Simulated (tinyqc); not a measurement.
# MOSFET with velocity saturation and source resistance: effects of single changes

Strong inversion, charge Q = Cox (Vg - m V) at channel potential V with Vg the gate overdrive, and drift velocity v = mu E/(1 + mu E/vsat). Integrating along the channel gives I = mu Cox (1/L)(Vg Vd - m Vd^2/2)/(1 + Vd/Vc) per width, Vc = vsat L/mu, which peaks at Vdsat. Units: I in uA/um, Rs in ohm um, so the drop over Rs is 1e-6 I Rs volts.

Parameters, values chosen for the exercise: gate capacitance Cox = 2.27 uF/cm^2; mobility at low gate voltage mu0 = 260 cm^2/(V s); mobility degradation th = 0.2 1/V; saturation velocity vsat = 6.9e6 cm/s; body factor m = 1.17; threshold VT = 0.33 V; channel length L = 0.18 um; source resistance Rs = 100 ohm um; gate voltage Vgs = 1.5 V.

Each table varies one quantity; the others keep the values above.

## Effect of the channel length

Vg = Vgs - I Rs - VT (0 if negative), mu = mu0/(1 + th Vg), Vc = vsat L/mu, x = sqrt(1 + 2 Vg/(m Vc)), Vdsat = 2 Vg/(m (1 + x)), Isat = Cox vsat Vg (x - 1)/(x + 1) per width. I = Isat is solved self-consistently; gm = dI/dVgs; Vdsat is the intrinsic value. The velocity at the source is I/(Cox Vg).

Effect of the channel length:
```
L (um),Vc (V),Vdsat (V),Isat (uA/um),gm (uS/um),velocity at the source/vsat
0.03,0.09656,0.3336,1056,1052,0.6333
0.057,0.1839,0.4269,908.0,950.0,0.5372
0.11,0.3559,0.5350,736.8,819.2,0.4291
0.2,0.6489,0.6376,574.1,679.4,0.3295
0.39,1.269,0.7462,402.1,511.2,0.2272
0.73,2.380,0.8319,266.4,360.1,0.1487
1.4,4.573,0.8980,161.6,229.8,0.08941
2.6,8.501,0.9399,95.21,140.0,0.05238
5,16.36,0.9669,52.37,78.76,0.02870
```

Read the table: what changes, and by how much?

As L goes from 0.03 to 5 um, Isat falls from 1060 to 52.4 uA/um, Vdsat rises from 0.334 to 0.967 V and gm falls from 1050 to 78.8 uS/um; the velocity at the source goes from 0.63 to 0.029 of vsat. Isat goes as L^(-0.24) between the first two rows and as L^(-0.91) between the last two. For L = 0.03 to 0.057 um the channel is so short that velocity overshoot and near-ballistic transport, left out here, matter.

## Effect of the source resistance

Same model as above.

Effect of the source resistance:
```
Rs (ohm um),Vc (V),Vdsat (V),Isat (uA/um),gm (uS/um),velocity at the source/vsat
0,0.5895,0.6460,648.7,768.8,0.3540
50,0.5865,0.6324,624.8,735.6,0.3503
100,0.5837,0.6196,602.7,705.2,0.3467
200,0.5787,0.5964,563.2,651.5,0.3401
300,0.5743,0.5758,528.9,605.7,0.3339
500,0.5669,0.5405,472.2,531.4,0.3228
800,0.5583,0.4985,407.9,449.5,0.3087
```

As Rs goes from 0 to 800 ohm um, Isat falls from 649 to 408 uA/um, Vdsat falls from 0.646 to 0.499 V and gm falls from 769 to 450 uS/um; the velocity at the source goes from 0.35 to 0.31 of vsat.

## Output curve without source resistance

Vg = Vgs - VT (0 if negative), mu = mu0/(1 + th Vg), Vc = vsat L/mu, x = sqrt(1 + 2 Vg/(m Vc)), Vdsat = 2 Vg/(m (1 + x)), Isat = Cox vsat Vg (x - 1)/(x + 1) per width. Below Vdsat the formula of the introduction holds, beyond it I = Isat; constant velocity-field slope (Vc infinite) gives the second column, with saturation at Vg/m.

Results:
```
Vd (V),I without velocity saturation (uA/um),I (uA/um)
0.2,559.59,417.83
0.31,814.36,533.69
0.54,1225.5,639.59
0.65,1364.0,648.71
0.76,1464.9,648.71
0.88,1532.0,648.71
0.99,1554.3,648.71
1.1,1554.4,648.71
```

Estimate the missing row, Vd = 0.43 V.

Computed row:
```
Vd (V),I without velocity saturation (uA/um),I (uA/um)
0.43,1049.4,606.77
```

With this row back in the table: Velocity saturation lowers the current by 25 % in the first row and 58 % in the last, and moves saturation from Vg/m = 1.00 V to 0.646 V.

Computed by the program tinyqc: `OMP_NUM_THREADS=1 python tinyqc.py 2500138 2500139 out.jsonl`, one thread of a shared Intel Xeon 2.30GHz, about 0.01 s for the whole run.
